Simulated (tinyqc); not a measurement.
Ground states by the convex hull: cluster expansion of a binary alloy: correlations, fit, cross-validation and ground states. Computed by tinyqc, a small Python program. Command: `OMP_NUM_THREADS=1 python tinyqc.py 3015271 3015272 out.jsonl clex walk`. One thread of a shared host (Intel(R) Xeon(R) Processor @ 2.30GHz), about 0.07 s of CPU time with the checks.

s = +1 for A and -1 for B. Energy per site E = J0 + J1 P(point) + sum over clusters of m V P, with P the mean product of spins; V > 0 on a pair favours unlike neighbours. Clusters per site m: pair 1 2, pair 2 2, pair 3 2, triplet 4; the triplet is two first-neighbour bonds at a right angle. Formation energies are counted from the line between pure A and pure B, which removes J0 and J1.

Inputs (values chosen for the exercise, for a model alloy): first-pair interaction V1 = -12.4 meV; second-pair interaction V2 = -3.2 meV; third-pair interaction V3 = 0.81 meV; triplet interaction Vt = 1.8 meV; noise amplitude = 5.6 meV/site.

Lattice: square.

Method:
- Design matrix of formation energies: m (P - 1) for pairs and m (P(triplet) - P(point)) for the triplet; x = (1 - P(point))/2.
- Exact: X V with V = (V1, V2, V3, Vt). The data to fit add the noise amplitude times the normal numbers, standing for what the clusters leave out.
- Leave out pair 3: A = X^T X and b = X^T E (E being the data with noise) over these three columns; solve A V = b. The root-mean-square error runs over the structures between the pure ends.
- Height above the hull = E less the lowest straight line between two structures that bracket x (or the lowest structure at the same x). The three-term fit is X V with the fitted values.

correlations P, counted on periodic cells, rows A, A3B p(2x2), A3B c(4x2), A2B diagonal rows, A2B rows, AB c(2x2), AB p(2x1), A2B2 rows, AB2 diagonal rows, AB2 rows, AB3 p(2x2), AB3 c(4x2), B, columns point, pair 1, pair 2, pair 3, triplet:
```
[[1.00000, 1.00000, 1.00000, 1.00000, 1.00000],
 [0.50000, 0.00000, 0.00000, 1.00000, -0.50000],
 [0.50000, 0.00000, 0.00000, 0.50000, -0.50000],
 [0.33333, -0.33333, 0.33333, -0.33333, -0.33333],
 [0.33333, 0.33333, -0.33333, 0.33333, 0.33333],
 [0.00000, -1.00000, 1.00000, 1.00000, 0.00000],
 [0.00000, 0.00000, -1.00000, 1.00000, 0.00000],
 [0.00000, 0.50000, 0.00000, 0.00000, 0.00000],
 [-0.33333, -0.33333, 0.33333, -0.33333, 0.33333],
 [-0.33333, 0.33333, -0.33333, 0.33333, -0.33333],
 [-0.50000, 0.00000, 0.00000, 1.00000, 0.50000],
 [-0.50000, 0.00000, 0.00000, 0.50000, 0.50000],
 [-1.00000, 1.00000, 1.00000, 1.00000, -1.00000]]
```

standard normal numbers for the noise (0 for the pure ends): A 0.000, A3B p(2x2) -0.056, A3B c(4x2) -1.296, A2B diagonal rows -0.130, A2B rows 0.036, AB c(2x2) -1.069, AB p(2x1) -1.517, A2B2 rows 1.075, AB2 diagonal rows -0.059, AB2 rows -1.076, AB3 p(2x2) 0.813, AB3 c(4x2) 0.716, B 0.000

X, rows A, A3B p(2x2), A3B c(4x2), A2B diagonal rows, A2B rows, AB c(2x2), AB p(2x1), A2B2 rows, AB2 diagonal rows, AB2 rows, AB3 p(2x2), AB3 c(4x2), B, columns pair 1, pair 2, pair 3, triplet:
```
[[0.00000, 0.00000, 0.00000, 0.00000],
 [-2.00000, -2.00000, 0.00000, -4.00000],
 [-2.00000, -2.00000, -1.00000, -4.00000],
 [-2.66667, -1.33333, -2.66667, -2.66667],
 [-1.33333, -2.66667, -1.33333, 0.00000],
 [-4.00000, 0.00000, 0.00000, 0.00000],
 [-2.00000, -4.00000, 0.00000, 0.00000],
 [-1.00000, -2.00000, -2.00000, 0.00000],
 [-2.66667, -1.33333, -2.66667, 2.66667],
 [-1.33333, -2.66667, -1.33333, 0.00000],
 [-2.00000, -2.00000, 0.00000, 4.00000],
 [-2.00000, -2.00000, -1.00000, 4.00000],
 [0.00000, 0.00000, 0.00000, 0.00000]]
```

fitted V1, V2, Vt (meV): [-11.5205, -2.8370, 2.6386]

exact energies (meV/site): A 0.0000, A3B p(2x2) 24.0000, A3B c(4x2) 23.1900, A2B diagonal rows 30.3733, A2B rows 23.9867, AB c(2x2) 49.6000, AB p(2x1) 37.6000, A2B2 rows 17.1800, AB2 diagonal rows 39.9733, AB2 rows 23.9867, AB3 p(2x2) 38.4000, AB3 c(4x2) 37.5900, B 0.0000

Hull among these structures (meV/site):
```
structure               x  exact E  above hull  fitted E  above hull, fit
A                  0.0000    0.000       0.000     0.000            0.000
A3B p(2x2)         0.2500   24.000      24.000    18.161           18.161
A3B c(4x2)         0.2500   23.190      23.190    18.161           18.161
A2B diagonal rows  0.3333   30.373      30.373    27.468           27.468
A2B rows           0.3333   23.987      23.987    22.926           22.926
AB c(2x2)          0.5000   49.600      49.600    46.082           46.082
AB p(2x1)          0.5000   37.600      37.600    34.389           34.389
A2B2 rows          0.5000   17.180      17.180    17.194           17.194
AB2 diagonal rows  0.6667   39.973      39.973    41.540           41.540
AB2 rows           0.6667   23.987      23.987    22.926           22.926
AB3 p(2x2)         0.7500   38.400      38.400    39.269           39.269
AB3 c(4x2)         0.7500   37.590      37.590    39.269           39.269
B                  1.0000    0.000       0.000     0.000            0.000
```

lowest exact formation energy = 0 meV/site

What follows from these numbers?

Only the pure ends are on the exact hull: at zero temperature the alloy separates. The fit finds the same set. A structure at zero height may lie on a tie line without being a vertex, and structures outside this list could lie lower.

Extremes, crossings and ranges named in words are read from the listed rows.
